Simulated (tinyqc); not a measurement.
Long-channel MOSFET, surface-potential model: effect of the acceptor density of the body.

n-channel transistor on a uniformly doped p-type body, gradual-channel approximation, constant mobility, Boltzmann statistics, full ionisation. Potentials are counted from the neutral body; V is the electron quasi-Fermi potential, Vsb at the source and Vsb + Vds at the drain. Charges are magnitudes per area.

ni = sqrt(Nc Nv) exp(-Eg/(2 Vt)), Eg in volts; phiF = Vt ln(Na/ni); Cox = eps0 eox/tox; gamma = sqrt(2 q eps0 eps_r Na)/Cox. The surface potential psi at channel potential V solves Vgs + Vsb - Vfb - psi = gamma sqrt(G), G = psi - Vt + Vt exp((psi - 2 phiF - V)/Vt). Charge sheet: Qi = Cox gamma [sqrt(G) - sqrt(psi - Vt)]; I = mu (W/L) [integral of Qi dpsi from psi_0 to psi_L (drift) + Vt (Qi0 - QiL) (diffusion)], with psi_0 at V = Vsb and psi_L at V = Vsb + Vds. VT = Vfb + 2 phiF + gamma sqrt(2 phiF + Vsb), m = 1 + gamma/(2 sqrt(2 phiF + Vsb)). The swing is 20 mV/log10[I(VT - 0.14 V)/I(VT - 0.16 V)] of the charge-sheet current at the given Vds.

Parameters, values chosen for the exercise; material values close to those of gallium arsenide:
- T = 300 K (temperature)
- Eg = 1.41 eV (band gap)
- eps_r = 12.7 (relative permittivity of the semiconductor)
- Nc = 4.46e17 cm^-3 (conduction-band density of states at T)
- Nv = 9.07e18 cm^-3 (valence-band density of states at T)
- eox = 22.4 (relative permittivity of the gate insulator)
- tox = 28 nm (insulator thickness)
- Vfb = -0.43 V (flat-band voltage)
- mu = 410 cm^2/(V s) (channel mobility)
- W = 5 um (gate width)
- L = 2 um (gate length)
- Vsb = 0.5 V (source-body reverse bias)
- Vgs = 0.92 V (gate-source voltage)
- Vds = 0.8 V (drain-source voltage)

Constants: q = 1.602176634e-19 C, kB = 1.380649e-23 J/K, Vt = kB T/q, eps0 = 8.8541878128e-14 F/cm where lengths are in cm. Results are converted to the units shown.

Result of one run:

| gamma (V^0.5) | VT (V) | m | swing (mV/decade) | I at Vgs, Vds (uA) |
|---|---|---|---|---|
| 0.06726 | 0.7673 | 1.026 | 61.75 | 1.300 |

Which acceptor density of the body Na gave this result: 3.4e15, 6.3e15, 4e16, 7.4e16 or 1.4e17 cm^-3?

Na = 6.3e15 cm^-3.

The whole series:

| Na (cm^-3) | gamma (V^0.5) | VT (V) | m | swing (mV/decade) | I at Vgs, Vds (uA) |
|---|---|---|---|---|---|
| 3.4e15 | 0.04941 | 0.7121 | 1.020 | 61.33 | 2.892 |
| 6.3e15 | 0.06726 | 0.7673 | 1.026 | 61.75 | 1.300 |
| 1.2e16 | 0.09283 | 0.8343 | 1.036 | 62.35 | 0.3160 |
| 2.2e16 | 0.1257 | 0.9093 | 1.049 | 63.12 | 0.03537 |
| 4e16 | 0.1695 | 0.9989 | 1.065 | 64.14 | 0.001963 |
| 7.4e16 | 0.2305 | 1.113 | 1.087 | 65.54 | 5.146e-5 |
| 1.4e17 | 0.3171 | 1.264 | 1.119 | 67.52 | 5.175e-7 |

As Na goes from 3.4e15 to 1.4e17 cm^-3, VT rises from 0.712 to 1.26 V, the swing rises from 61.3 to 67.5 mV a decade and the current falls from 2.89 to 5.18e-7 uA. The swing is 1.0 % above m Vt ln 10 in the first row and 1.4 % above it in the last. The gate voltage is below VT in 3 of the 7 rows. For Na = 3.4e15 to 1.2e16 cm^-3 the surface electron density at the source passes 0.3 Nc, where degeneracy and quantisation, left out here, matter.

Program tinyqc, `OMP_NUM_THREADS=1 python tinyqc.py 2360077 2360078 out.jsonl`; Intel Xeon 2.30GHz, shared host, one thread, about 0.04 s.
